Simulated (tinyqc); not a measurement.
One share for all, or one for each: linear model of a band gap against the share of exact exchange.

E(alpha) = E0 + S alpha. A wider gap screens less, modelled in the Penn form eps(alpha) = 1 + (e0 - 1)(EP/(EP + S alpha))^2 with a scale EP chosen for the exercise. A dielectric-dependent hybrid takes alpha = 1/eps.

Errors of the gap (eV) against each target; e0, EP, S and the gaps are values chosen for the exercise.

Results:
```
case,E0 (eV),S (eV),e0,EP (eV),target Et (eV),alpha needed,"error, alpha = 0","error, 0.25","error, self-consistent"
like Al2O3,6.01,9.21,3.26,26.4,8.96,0.320,-2.95,-0.65,0.36
like MgO,4.80,9.27,3.15,25.5,7.68,0.311,-2.88,-0.56,0.60
like SiO2,5.53,10.56,2.46,30.4,9.15,0.343,-3.62,-0.98,1.48
like SiC,2.25,6.72,7.00,16.9,3.23,0.146,-0.98,0.70,0.09
like InP,0.66,5.82,10.94,9.6,1.44,0.134,-0.78,0.68,-0.19
like GaN,1.93,6.92,5.72,20.7,3.45,0.220,-1.52,0.21,-0.18
like AlN,4.14,8.10,5.20,20.4,6.08,0.240,-1.94,0.09,-0.16
```

Mean absolute errors: 2.10, 0.55 and 0.44 eV for alpha = 0, 0.25 and the self-consistent value. A fixed quarter overshoots for SiC, InP, GaN and AlN and falls short for Al2O3, MgO and SiO2; the alpha needed runs between 0.134 and 0.343 and its correlation with 1/e0 over these cases is 0.96.

Run: tinyqc, `OMP_NUM_THREADS=1 python tinyqc.py 1851019 1851020 out.jsonl`; Intel(R) Xeon(R) Processor @ 2.30GHz, one thread, shared host; about 0.01 s of CPU time with all checks.
